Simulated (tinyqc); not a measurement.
Global model of a low-pressure process discharge: electron temperature, density, ion flux and ion energy: one step, computed by the program tinyqc. Command: `OMP_NUM_THREADS=1 python tinyqc.py 3111126 3111127 out.jsonl plasma walk`. One thread of a shared host (Intel(R) Xeon(R) Processor @ 2.30GHz), about 0.01 s of CPU time with the checks.

Maxwellian electrons with temperature T_e in eV, one positive ion, no negative ions, uniform bulk density n; rate constants have the Arrhenius form.

Problem. Biased electrode. All bias power goes to ions: V_b = P_b/(J pi r^2). Debye length at the sheath edge lambda_D = sqrt(eps_0 T_e/(e h_L n)); Child-law sheath s = (sqrt2/3) lambda_D (2 V/T_e)^(3/4), V = V_b + V_s; ion transit time tau_i = 3 s sqrt(M/(2 e V)); collisions in the sheath s/lambda_i.

Inputs (values chosen for the exercise, of the order of those of an inductive discharge in a simple atomic gas):
```
quantity,value,unit
ion mass M,32,u
gas temperature T_g,600,K
bias power P_b,340,W
radius of the biased electrode,10,cm
bias frequency,13.56,MHz
```

ion current density J = 2.319148 mA/cm^2

T_e = 2.789307 eV

h_L = 0.1987822

plasma density n = 2.510943e+11 1/cm^3

wall potential V_s = 12.74160 V

ion mean free path = 0.2226853 cm

Constants: eps_0 = 8.8541878128e-12 F/m; e = 1.602176634e-19 C; u = 1.6605390666e-27 kg.

Give: bias voltage V_b; lambda_D; sheath width s; ion transit time; transit time over bias period; s/lambda_i.

Solution.

bias voltage V_b = 466.7 V

lambda_D = 55.57 micrometre

sheath width s = 2.091 mm

ion transit time = 116.7 ns

transit time over bias period = 1.582

s/lambda_i = 0.9392

Many ions collide in the sheath, which lowers their energy and widens their angles.
